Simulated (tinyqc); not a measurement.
Born-von Karman spring model of a cubic crystal with one atom per cell: one step, computed by the program tinyqc.

First neighbours lie at a/2 (1,1,1) (8 of them), second at a (1,0,0) (6), with all permutations and signs; the volume per atom is Omega = a^3/2. Two shells of springs match a real metal only roughly, above all at the zone boundary.

Question. Frequencies at the zone boundary. A neighbour at R with unit vector n couples by the matrix K(R) = kL n n^T + kT (1 - n n^T), and D(q) = (1/M) sum_R K(R) [1 - cos(q.R)]. An eigenvalue lambda of D in eV/(angstrom^2 u) gives nu = 15.6333042 THz x sqrt(lambda).

Inputs (values chosen for the exercise, modelled on sodium):

| quantity | value | unit |
|---|---|---|
| atomic mass M | 22.99 | u |
| radial spring k1L | 0.227 | eV/angstrom^2 |
| transverse spring k1T | -0.01 | eV/angstrom^2 |
| radial spring k2L | 0.029 | eV/angstrom^2 |
| transverse spring k2T | 0.006 | eV/angstrom^2 |

Lattice: bcc.

Constants: nu for 1 eV/(angstrom^2 u) = 15.6333042 THz.

Give: Frequencies (THz) at points given in 2 pi/a.

Answer.

Frequencies (THz) at points given in 2 pi/a:

| point | nu 1 | nu 2 | nu 3 |
|---|---|---|---|
| H (1, 0, 0) | 3.4258 | 3.4258 | 3.4258 |
| N (0.5, 0.5, 0) | 0.7987 | 2.5256 | 3.7517 |
| P (0.5, 0.5, 0.5) | 2.7589 | 2.7589 | 2.7589 |
